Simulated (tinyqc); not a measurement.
Longitudinal sound in a periodic multilayer: transfer matrices, stop bands and folded phonons: one step, computed by the program tinyqc.

Layers 1 and 2 repeat with period d = d_1 + d_2; waves travel normal to the layers, without loss. State vector (u, s): displacement u and stress divided by omega. Impedances Z = rho v are in 1e6 kg/(m^2 s).

Problem. Transmission through N periods. A layer maps (u, s) by [[cos p, sin p/Z], [-Z sin p, cos p]], p = 2 pi f d_i/v_i; one period is M = M_2 M_1, and cos(q d) = trace(M)/2. For N periods A = M^N. A wave comes from a thick layer of material 1 and leaves into the substrate (Z_s): transmitted power T = 4 Z_1 Z_s/|Z_1 A_22 + Z_s A_11 - i (Z_1 Z_s A_12 - A_21)|^2, reflected power R = 1 - T.

Inputs (values chosen for the exercise, modelled on silica (layer 1), platinum (layer 2) and gallium arsenide (substrate)):
```
quantity       value  unit
velocity v_1    5860   m/s
thickness d_1    335    nm
velocity v_2    4010   m/s
thickness d_2    229    nm
periods N          4     -
frequency f     3.73   GHz
```

M:
```
             1           2
1  -0.08897231  0.02034674
2    -21.68960   -6.279339
```

Z_2 = 84.611

Z_1 = 12.6576

Z of the substrate = 25.7642

Give: A = M^N; transmitted power T; T in decibel.

Solution.

A = M^N:
```
        1       2
1  -17.71  -4.996
2    5326    1502
```

transmitted power T = 3.321e-06

T in decibel = -54.79 dB
